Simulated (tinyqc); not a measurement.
Single-photon avalanche diode, trigger probability and counting: two steps of the calculation.

A multiplication layer of width W with the uniform field V/W; alpha = an exp(-bn/E) for electrons, beta = ap exp(-bp/E) for holes (local model, no dead space). a = alpha W, b = beta W. Electrons enter at x = 0, holes at x = W. P0 is the probability that an electron entering at 0 starts a lasting avalanche, PW the same for a hole entering at W.

Parameters, values chosen for the exercise; ionisation coefficients close to those of silicon:
- an = 6.94e5 1/cm (electron prefactor)
- bn = 1.21 MV/cm (electron field)
- ap = 1.62e6 1/cm (hole prefactor)
- bp = 2.09 MV/cm (hole field)
- W = 1 um (width of the multiplication layer)
- Vx = 5.4 V (excess bias)
- eta = 0.51 (probability that a photon makes a pair that enters the layer)
- Gd = 130 1/s (thermal generation rate in the layer)
- td = 20 ns (dead time)
- Cd = 190 fF (diode capacitance)
- Rq = 50 kohm (quench resistance)
- pa = 3e-8 (trapping probability per avalanche carrier)
- tt = 26 ns (trap release time)
- nph = 1e6 1/s (photon rate)

Constants: q = 1.602176634e-19 C. Results are converted to the units shown.

Problem 1. Ionisation integrals at and above breakdown. Breakdown: ln(a/b) = a - b with a not equal to b. VB is given; V = VB + Vx.

breakdown voltage VB = 34.506346 V

Find: E at VB; a at VB; b at VB; E at V; a; b.

Solution 1.

E at VB = 0.34506 MV/cm
a at VB = 2.0819
b at VB = 0.37936
E at V = 0.39906 MV/cm
a = 3.3461
b = 0.86100

At VB, ln(a/b) = 1.703 equals a - b.

Problem 2. Detection, dark counts, afterpulses and dead-time loss. Pm is the mean trigger probability of pairs made evenly in the layer. PDP = eta P0; dark counts Gd Pm; avalanche charge Cd Vx/q; afterpulse probability pa (Cd Vx/q) exp(-td/tt) Pm; true rate n = nph PDP + dark counts; measured n/(1 + n td) (non-paralysable) or n exp(-n td) (paralysable); recharge time Rq Cd.

P0 = 0.91301755
Pm = 0.72982519

Wanted: PDP; dark counts; avalanche charge; afterpulse probability; true rate; measured, non-paralysable; measured, paralysable; recharge time.

Solution 2.

PDP = 0.4656
dark counts = 94.88 1/s
avalanche charge = 6.404e6 electrons
afterpulse probability = 6.497 %
true rate = 4.657e5 1/s
measured, non-paralysable = 4.614e5 1/s
measured, paralysable = 4.614e5 1/s
recharge time = 9.500 ns

Dead time hides 0.92 % of the events in the first model and 0.93 % in the second.

Program tinyqc, `OMP_NUM_THREADS=1 python tinyqc.py 2630022 2630023 out.jsonl`; Intel Xeon 2.30GHz, shared host, one thread, about 0.01 s.
